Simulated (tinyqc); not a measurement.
# Charge pumping in an n-channel transistor: effects of single changes

The gate is pulsed from accumulation to inversion and back. Energies E are counted from the intrinsic level; Dit(E) = D0 [1 + b (2 E/Eg)^2]. During each edge the traps near the bands emit their carriers, and those between Eh and Ee recombine once a cycle.

Parameters, values chosen for the exercise; band and dielectric values close to those of silicon:
- T = 300 K (temperature)
- Eg = 1.1 eV (band gap)
- Nc = 2.79e19 cm^-3 (conduction-band density of states at 300 K)
- Nv = 2.61e19 cm^-3 (valence-band density of states at 300 K)
- A = 0.33 um^2 (gate area)
- D0 = 1.4e10 cm^-2 eV^-1 (trap density at midgap)
- b = 0 (rise of the trap density towards the band edges)
- sn = 2.9e-16 cm^2 (cross-section for electrons)
- sp = 1.3e-16 cm^2 (cross-section for holes)
- vth = 1.4e7 cm/s (thermal velocity at 300 K, one nominal value for electrons and holes)
- dV = 0.99 V (Vth - Vfb)
- Va = 2.5 V (pulse height)
- f = 3.1e5 Hz (frequency)
- tr = 35 ns (rise time)

Constants: q = 1.602176634e-19 C, kB = 1.380649e-23 J/K, Vt = kB T/q. Results are converted to the units shown.

Each table varies one quantity; the others keep the values above.

## Triangular pulses against frequency

For a symmetric triangular wave tr = tf = 1/(2 f). ni = sqrt(Nc Nv) exp(-Eg/(2 Vt)), Eg in volts; emission times te = (dV/Va) tf and th = (dV/Va) tr; Ee = -Vt ln(vth sn ni te), Eh = +Vt ln(vth sp ni th). Nit = integral of Dit from Eh to Ee = D0 [Ee - Eh + 4 b (Ee^3 - Eh^3)/(3 Eg^2)], Qcp = q A Nit, Icp = f Qcp.

Results:

| f (Hz) | Ee (eV) | Eh (eV) | Nit (cm^-2) | Icp (pA) | Qcp (fC) |
|---|---|---|---|---|---|
| 2200 | 0.13368 | -0.15442 | 4.0334e9 | 0.0046916 | 0.0021325 |
| 5100 | 0.15541 | -0.17616 | 4.6420e9 | 0.012517 | 0.0024543 |
| 12000 | 0.17754 | -0.19828 | 5.2614e9 | 0.033381 | 0.0027818 |
| 26000 | 0.19752 | -0.21827 | 5.8211e9 | 0.080020 | 0.0030777 |
| 59000 | 0.21871 | -0.23945 | 6.4142e9 | 0.20009 | 0.0033913 |
| 1.3e5 | 0.23913 | -0.25987 | 6.9861e9 | 0.48018 | 0.0036937 |
| 3e5 | 0.26075 | -0.28149 | 7.5914e9 | 1.2041 | 0.0040137 |
| 1.6e6 | 0.30403 | -0.32477 | 8.8031e9 | 7.4470 | 0.0046544 |
| 3.5e6 | 0.32426 | -0.34500 | 9.3697e9 | 17.339 | 0.0049539 |

Estimate the missing row, f = 6.9e5 Hz.

Computed row:

| f (Hz) | Ee (eV) | Eh (eV) | Nit (cm^-2) | Icp (pA) | Qcp (fC) |
|---|---|---|---|---|---|
| 6.9e5 | 0.28228 | -0.30302 | 8.1943e9 | 2.9894 | 0.0043325 |

With this row back in the table: Qcp rises from 0.00213 to 0.00495 fC, by 8.81e-4 fC a decade between the first two rows and 8.81e-4 between the last two (2 q A D0 Vt ln 10 = 8.81e-4 fC): faster edges leave less time for emission and widen the window, so Icp grows faster than f, as f^(1.11).

## Scanning the upper gap with the fall time

Same model as above.

The same in every row: Eh (eV) = -0.3814.

Scanning the upper gap with the fall time:

| tf (ns) | Ee (eV) | Nit (cm^-2) | Icp (pA) |
|---|---|---|---|
| 1.4 | 0.4438 | 1.155e10 | 1.894 |
| 3.2 | 0.4225 | 1.125e10 | 1.844 |
| 7.6 | 0.4001 | 1.094e10 | 1.793 |
| 18 | 0.3778 | 1.063e10 | 1.742 |
| 42 | 0.3559 | 1.032e10 | 1.692 |
| 99 | 0.3337 | 1.001e10 | 1.641 |
| 230 | 0.3119 | 9.706e9 | 1.591 |
| 550 | 0.2894 | 9.391e9 | 1.539 |
| 1300 | 0.2672 | 9.080e9 | 1.488 |

What does the comparison show?

Ee falls from 0.444 to 0.267 eV, by Vt ln 10 a decade, and Icp falls from 1.89 to 1.49 pA. The slope -dNit/d(ln tf)/Vt gives Dit = 1.40e10 cm^-2 eV^-1 near E = 0.433 eV and 1.40e10 near 0.278 eV: constant, as the profile is flat.

Range of the model: The Fermi levels of inversion and accumulation are taken to lie beyond Ee and Eh, the flat tops to fill all traps, and no geometric current is added.

tinyqc, about 0.01 s, one thread, Intel Xeon 2.30GHz (shared host): `OMP_NUM_THREADS=1 python tinyqc.py 2030025 2030026 out.jsonl`
